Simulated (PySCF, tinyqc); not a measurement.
Inside a calculation. Method: FCI on RHF in the sto-6g basis, for H3-, spin multiplicity 1. The basis has no diffuse functions, so it cannot describe the extra electron: this is an exercise in the method, not the real anion. The lowest restricted solution is unstable here: a spin-polarised one lies 0.0005 hartree lower (PySCF). Computed by tinyqc, a small Python program that keeps every step (integrals from PySCF). Settings: charge = -1, multiplicity = 1, basis = sto-6g, method = RHF, energy threshold = 1e-10, iteration cap = 60, orthogonalisation = symmetric, start = atomic densities, DIIS depth = 6, ci = FCI. Command: `OMP_NUM_THREADS=1 python tinyqc.py 20361 20362 out.jsonl` (the two numbers bound the seeds that draw the settings). One thread of a shared host (Intel(R) Xeon(R) Processor @ 2.60GHz), about 0.1 s of CPU time with the checks. The early iterations of the SCF are left out here.

## One-electron integrals

Geometry (angstrom):
```
atom         x         y         z
H     0.000000  0.000000  0.000000
H     0.000000  0.000000  0.913000
H     0.000000  0.906000  0.112000
```

Basis sto-6g: exponents (1/bohr^2) and contraction coefficients of normalised primitives:
```
element  l (shell)   exponent  coefficient
H            s (1)  35.523221     0.009164
H            s (1)   6.513144     0.049361
H            s (1)   1.822143     0.168538
H            s (1)   0.625955     0.370563
H            s (1)   0.243077     0.416492
H            s (1)   0.100112     0.130334
```

Overlap, kinetic and nuclear-attraction integrals over the contracted functions; the nuclear repulsion is the sum of Za Zb / Rab.

nuclear repulsion = 1.59685613 hartree

overlap S, order 1H 1s, 2H 1s, 3H 1s:
```
[[1.000000, 0.549202, 0.549265],
 [0.549202, 1.000000, 0.382762],
 [0.549265, 0.382762, 1.000000]]
```

kinetic energy T (hartree), order 1H 1s, 2H 1s, 3H 1s:
```
[[0.768522, 0.146098, 0.146142],
 [0.146098, 0.768522, 0.052258],
 [0.146142, 0.052258, 0.768522]]
```

nuclear attraction V (hartree), order 1H 1s, 2H 1s, 3H 1s:
```
[[-2.348389, -1.198374, -1.198542],
 [-1.198374, -2.225734, -0.798200],
 [-1.198542, -0.798200, -2.225786]]
```

core Hamiltonian H = T + V (hartree), order 1H 1s, 2H 1s, 3H 1s:
```
[[-1.579867, -1.052276, -1.052400],
 [-1.052276, -1.457212, -0.745942],
 [-1.052400, -0.745942, -1.457264]]
```

## Two-electron integrals

Functions are numbered as in S; the eight-fold symmetry (ij|kl) = (ji|kl) = (kl|ij) leaves the list below.

Two-electron integrals (ij|kl) in chemists' order, unique and non-zero (hartree):
```
(11|11) 0.774999   (21|11) 0.351334   (21|21) 0.197301   (22|11) 0.507255
(22|21) 0.351334   (22|22) 0.774999   (31|11) 0.351386   (31|21) 0.170151
(31|22) 0.260245   (31|31) 0.197352   (32|11) 0.208509   (32|21) 0.121676
(32|22) 0.223677   (32|31) 0.121689   (32|32) 0.089033   (33|11) 0.507290
(33|21) 0.260225   (33|22) 0.415333   (33|31) 0.351386   (33|32) 0.223677
(33|33) 0.774999
```

## Orthogonalisation

S = U s U^T; symmetric (Loewdin) form X = U s^(-1/2) U^T, so that X^T S X = 1.

eigenvalues of S: [0.391418, 0.617238, 1.991344]

X, order 1H 1s, 2H 1s, 3H 1s:
```
[[1.259940, -0.305401, -0.305469],
 [-0.305401, 1.159938, -0.112879],
 [-0.305469, -0.112879, 1.159983]]
```

## Iteration 9 (converged): orbitals

converged F (hartree), order 1H 1s, 2H 1s, 3H 1s:
```
[[0.063780, -0.262032, -0.262081],
 [-0.262032, 0.136381, -0.124046],
 [-0.262081, -0.124046, 0.136316]]
```

Diagonalise F' = X^T F X, C = X C', fill 2 alpha and 2 beta electrons from the bottom; D = 2 C_occ C_occ^T. Each column has its largest component positive (the first on a tie).

F' = X^T F X (hartree):
```
[[0.506931, -0.423041, -0.423147],
 [-0.423041, 0.391243, -0.030622],
 [-0.423147, -0.030622, 0.391255]]
```

orbital energies (hartree): [-0.169022, 0.421871, 1.036580]

coefficients C, order 1H 1s, 2H 1s, 3H 1s:
```
[[0.511669, -0.000034, 1.229725],
 [0.351893, 0.900114, -0.719328],
 [0.352010, -0.899952, -0.719575]]
```

D after iteration 9, order 1H 1s, 2H 1s, 3H 1s:
```
[[0.523610, 0.360045, 0.360285],
 [0.360045, 1.868070, -1.372381],
 [0.360285, -1.372381, 1.867651]]
```

## Convergence

Stop when the energy changes by less than 1e-10 hartree and every element of the error matrix X^T (F D S - S D F) X is below 3e-06.

Course of the cycle:
```
iteration  E (hartree)     change  largest element of the error matrix
1          -1.45226690          -                             3.08e-02
2          -1.01323222   4.39e-01                             8.45e-02
3          -1.00600872   7.22e-03                             1.20e-01
4          -1.01378899  -7.78e-03                             8.18e-02
5          -1.02012608  -6.34e-03                             4.26e-03
6          -1.02014167  -1.56e-05                             1.33e-03
7          -1.02014288  -1.21e-06                             7.09e-04
8          -1.02014336  -4.79e-07                             7.44e-06
9          -1.02014336  -5.27e-11                             9.78e-08
```

PySCF RHF in the same basis = -1.02014336 hartree

Converged in 9 iterations.

## Integrals over molecular orbitals

(pq|rs) = sum C_ip C_jq C_kr C_ls (ij|kl), one index at a time.

one-electron integrals over orbitals h = C^T H C (hartree):
```
[[-1.717464, -0.000013, -0.014464],
 [-0.000013, -1.152385, 0.000006],
 [-0.014464, 0.000006, -0.945760]]
```

Two-electron integrals over orbitals (pq|rs), unique and non-zero (hartree):
```
(11|11) 0.595852    (21|11) -0.000027   (21|21) 0.136879    (22|11) 0.544734
(22|21) 0.000040    (22|22) 0.621666    (31|11) 0.048406    (31|21) 0.000013
(31|22) -0.072118   (31|31) 0.145131    (32|11) 0.000019    (32|21) -0.110294
(32|22) -0.000031   (32|31) -0.000020   (32|32) 0.106963    (33|11) 0.591992
(33|21) -0.000031   (33|22) 0.525225    (33|31) 0.087876    (33|32) 0.000022
(33|33) 0.634276
```

## FCI: determinants and Hamiltonian

Hartree-Fock energy = -1.02014336 hartree

Slater-Condon rules over spin orbitals, with the nuclear repulsion added and E(HF) subtracted on the diagonal. Only determinants linked to the reference directly or through others are kept (one block of an abelian symmetry group), so some states are absent.

Occupation strings over the orbitals (2 doubly, a alpha, b beta, 0 empty; spin orbitals ordered 1a 1b 2a 2b ...): 220 2ab a2b 2ba b2a 202 ab2 ba2 022

H - E(HF) between determinants (hartree), order 220, 2ab, a2b, 2ba, b2a, 202, ab2, ba2, 022:
```
[[0.000000, 0.000000, 0.000000, 0.000000, 0.000000, 0.106963, 0.000020, -0.000020, 0.145131],
 [0.000000, 0.196446, 0.000011, -0.106963, 0.000020, 0.000053, -0.110294, 0.159994, -0.000013],
 [0.000000, 0.000011, 0.758741, 0.000020, -0.145131, 0.110294, -0.000003, -0.000013, 0.039470],
 [0.000000, -0.106963, 0.000020, 0.196446, 0.000011, -0.000053, 0.159994, -0.110294, 0.000013],
 [0.000000, 0.000020, -0.145131, 0.000011, 0.758741, -0.110294, -0.000013, -0.000003, -0.039470],
 [0.106963, 0.000053, 0.110294, -0.000053, -0.110294, 0.598384, -0.000082, 0.000082, 0.136879],
 [0.000020, -0.110294, -0.000003, 0.159994, -0.000013, -0.000082, 1.016980, -0.136879, -0.000015],
 [-0.000020, 0.159994, -0.000013, -0.110294, -0.000003, 0.000082, -0.136879, 1.016980, 0.000015],
 [0.145131, -0.000013, 0.039470, 0.000013, -0.039470, 0.136879, -0.000015, 0.000015, 1.563626]]
```

## FCI: roots

Diagonalise (each vector has its largest component positive (the first on a tie)); all determinants have Ms = 0, so triplets appear too. The lowest singlet root is the correlation energy.

lowest roots of this matrix, relative to E(HF) (hartree): [-0.028636, 0.086371, 0.224777, 0.534754, 0.613610, 0.883213, 0.952492, 1.232491]

lowest vectors, order 220, 2ab, a2b, 2ba, b2a, 202, ab2, ba2, 022:
```
[[0.983809, 0.000000, -0.000008, 0.148915],
 [-0.000001, 0.705725, 0.678959, 0.000061],
 [0.022040, -0.000043, 0.000027, -0.258950],
 [0.000001, 0.705725, -0.678959, -0.000061],
 [-0.022040, -0.000043, -0.000027, 0.258950],
 [-0.158746, 0.000000, -0.000132, 0.910367],
 [-0.000029, -0.044190, 0.197523, 0.000143],
 [0.000029, -0.044190, -0.197523, -0.000143],
 [-0.077118, 0.000000, 0.000030, -0.122251]]
```

<S^2> of these roots: [0.000000, 2.000000, 0.000000, 0.000000, 2.000000, 2.000000, 0.000000, 0.000000]

weight of the ground state by excitation level 0, 1, 2, ...: [0.967881, 0.000972, 0.031148]
